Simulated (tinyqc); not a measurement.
Crystallisation kinetics and data retention of a phase-change cell: two steps of the calculation.

Johnson-Mehl-Avrami-Kolmogorov law X = 1 - exp(-y^n), y = integral of k dt, k = (1/100 s) exp[-(Ec q/kB)(1/T - 1/T1)].

Inputs (values chosen for the exercise); values of the order of Ge-Sb-Te and related chalcogenides: activation energy of crystallisation Ec = 2.57 eV; temperature at which the rate k is 1/(100 s) T1 = 457 K; Avrami exponent n = 1.5; crystalline share at which the state is lost Xf = 0.5; storage temperature T = 382 K; heating rate b = 5 K/min; start of the ramp table Ta = 422 K; step of the table dT = 4 K; steps m = 10.

Constants: q = 1.602176634e-19 C, kB = 1.380649e-23 J/K. Results are converted to the units shown.

Question 1. Retention. At fixed T the state fails at t = (-ln(1 - Xf))^(1/n)/k; ten years are 3.15576e8 s.

Wanted: k; y at failure; time to fail; the same in years; temperature for ten years.

Answer 1.

k = 2.7258e-8 1/s
y at failure = 0.78322
time to fail = 2.8733e7 s
the same in years = 0.91050
temperature for ten years = 370.62 K

The cell misses ten years at 382 K.

Question 2. A heating ramp. T rises at the rate b. Start with y = k (kB Ta^2/(q Ec))/b, the integral from cold to Ta to leading order; over each step k is taken as exponential in T, so y gains (dT/b)(k2 - k1)/ln(k2/k1). dX/dt = n y^(n - 1) k exp(-y^n), listed as 0 once y^n exceeds 23.

Wanted: T; k; y; X; dX/dt.

Answer 2.

```
point  T (K)   k (1/s)         y         X  dX/dt (1/s)
0        422  4.460e-5  0.003196  1.807e-4     3.782e-6
1        426  8.661e-5  0.006235  4.921e-4     1.025e-5
2        430  1.661e-4   0.01209  0.001329     2.737e-5
3        434  3.148e-4   0.02326  0.003541     7.175e-5
4        438  5.896e-4   0.04428  0.009274     1.844e-4
5        442  0.001092   0.08340   0.02380     4.617e-4
6        446  0.002000    0.1554   0.05943     0.001112
7        450  0.003623    0.2865    0.1422     0.002496
8        454  0.006497    0.5228    0.3147     0.004829
9        458   0.01153    0.9440    0.6003     0.006717
10       462   0.02026     1.687    0.8883     0.004410
```

Range of the model: One Arrhenius rate is assumed; incubation, growth from the boundary and the non-Arrhenius kinetics of the supercooled liquid are left out.

Numbers from tinyqc (`OMP_NUM_THREADS=1 python tinyqc.py 2490133 2490134 out.jsonl`; about 0.03 s on one thread of a shared Intel Xeon 2.30GHz).
